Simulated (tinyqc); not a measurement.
# Inputs raised by 2 %, one at a time

Model: interdiffusion in a binary couple: Darken equations, Kirkendall shift and Boltzmann-Matano analysis. Computed by tinyqc, a small Python program. Command: `OMP_NUM_THREADS=1 python tinyqc.py 3026795 3026796 out.jsonl darken sens`. One thread of a shared host (Intel(R) Xeon(R) Processor @ 2.30GHz), about 0.1 s of CPU time with the checks.

x is the mole fraction of B; the molar volume is constant, and the two halves are long enough to count as infinite.

Inputs (values chosen for the exercise, for a model alloy A-B):

| quantity | value | unit |
|---|---|---|
| tracer diffusivity D*_A(0) | 2.1e-14 | m^2/s |
| tracer diffusivity D*_B(0) | 1.3e-14 | m^2/s |
| slope k of ln D* with x | 0.88 | - |
| regular-solution parameter W | 0.016 | eV |
| temperature T | 1480 | K |
| left composition x_L | 0.004 | - |
| right composition x_R | 0.38 | - |
| time t | 310000 | s |
| composition x for the local step | 0.097 | - |

Vacancy-wind correction: none.

Constants: k_B = 8.617333262e-05 eV/K.

Method:
- D*_i(x) = D*_i(0) exp(k x); thermodynamic factor Phi = 1 - 2 W x (1 - x)/(k_B T); intrinsic D_i = D*_i Phi; interdiffusion D~ = x D_A + (1 - x) D_B.
- With lambda = z/sqrt(t), the profile solves d/dlambda (D~ dx/dlambda) + (lambda/2) dx/dlambda = 0 with x = x_L and x_R far to the left and right; z = 0 is the original interface. It is solved as a boundary-value problem in y = lambda/sqrt(D~ at the mean composition) on -12 < y < 12 (collocation, tolerance 1e-8).
- Read from the profile: the position z(x), the area -int_(x_L)^x z dx and the slope.
- Lattice planes move with v = (D_B - D_A) dx/dz; markers from the original interface stay at one composition, where z_K = 2 t v.

Runs:

| input moved | from | to | marker position z_K (um) | interdiffusion coefficient D~ at the local x (m^2/s) | slope dx/dz at the local x (1/um) | composition at the markers |
|---|---|---|---|---|---|---|
| base run | - | - | -8.380 | 1.467e-14 | 0.001279 | 0.1877 |
| tracer diffusivity D*_A(0) (m^2/s) | 2.1e-14 | 2.142e-14 | -8.797 | 1.472e-14 | 0.001278 | 0.1873 |
| tracer diffusivity D*_B(0) (m^2/s) | 1.3e-14 | 1.326e-14 | -8.049 | 1.492e-14 | 0.001267 | 0.1882 |
| slope k of ln D* with x | 0.88 | 0.8976 | -8.395 | 1.470e-14 | 0.001278 | 0.1879 |
| regular-solution parameter W (eV) | 0.016 | 0.01632 | -8.377 | 1.467e-14 | 0.001279 | 0.1877 |
| time t (s) | 310000 | 316200 | -8.464 | 1.467e-14 | 0.001266 | 0.1877 |

Exponents ln(y'/y) / ln(x'/x):

| input | marker position z_K | interdiffusion coefficient D~ at the local x | slope dx/dz at the local x | composition at the markers |
|---|---|---|---|---|
| tracer diffusivity D*_A(0) | 2.449 | 0.149 | -0.046 | -0.113 |
| tracer diffusivity D*_B(0) | -2.035 | 0.853 | -0.455 | 0.111 |
| slope k of ln D* with x | 0.087 | 0.086 | -0.023 | 0.030 |
| regular-solution parameter W | -0.020 | -0.023 | 0.008 | -0.006 |
| time t | 0.500 | 0.000 | -0.500 | 0.000 |

Which inputs matter most for each result?

Among the inputs moved here: marker position z_K answers most in size to tracer diffusivity D*_A(0) (exponent +2.449), next to tracer diffusivity D*_B(0) (-2.035). Its exponent +0.500 in time t: markers move as sqrt(t). Interdiffusion coefficient D~ at the local x answers most in size to tracer diffusivity D*_B(0) (exponent +0.853), next to tracer diffusivity D*_A(0) (+0.149); its exponent is below 0.0005 for time t. Slope dx/dz at the local x answers most in size to time t (exponent -0.500), next to tracer diffusivity D*_B(0) (-0.455). Its exponent -0.500 in time t: the profile is a function of z/sqrt(t). Composition at the markers answers most in size to tracer diffusivity D*_A(0) (exponent -0.113), and about equally to tracer diffusivity D*_B(0) (+0.111); its exponent is below 0.0005 for time t. Its exponent 0.000 in time t: the marker composition is fixed.
